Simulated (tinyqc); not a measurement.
Length of a polyene: Hueckel, PPP and singles CI along the polyenes. Computed by the program tinyqc. Hueckel uses the same beta without repulsion; CIS keeps all single excitations and so misses the low, doubly excited 2Ag state. W is the valence ionisation energy of a centre, MN the Mataga-Nishimoto formula, f the oscillator strength.

All-trans chains of carbon centres 1.40 angstrom apart:
```
parameter                               value
beta (eV), times 1 +/- alternation  -2.400000
alternation                          0.060000
W (eV)                              11.160000
gamma_rr (eV)                        9.590000
repulsion formula                        Ohno
```

Gaps and excitations (eV):
```
centres  Hueckel gap  PPP orbital gap  bright singlet (CIS)      f  lowest triplet (CIS)
2              5.088           12.102                 6.376  0.547                 3.800
4              3.310            9.583                 4.984  1.032                 2.679
6              2.499            8.307                 4.176  1.456                 2.144
8              2.040            7.547                 3.657  1.835                 1.855
10             1.746            7.050                 3.298  2.178                 1.682
```

What does the comparison show, and why?

The Hueckel gap tends to 4 x alternation x |beta| = 0.58 eV for long chains. Exchange opens the PPP orbital gap, and the attraction of electron and hole brings the bright state 3.75 eV below it at 10 centres; the triplet lies 1.62 eV lower still.
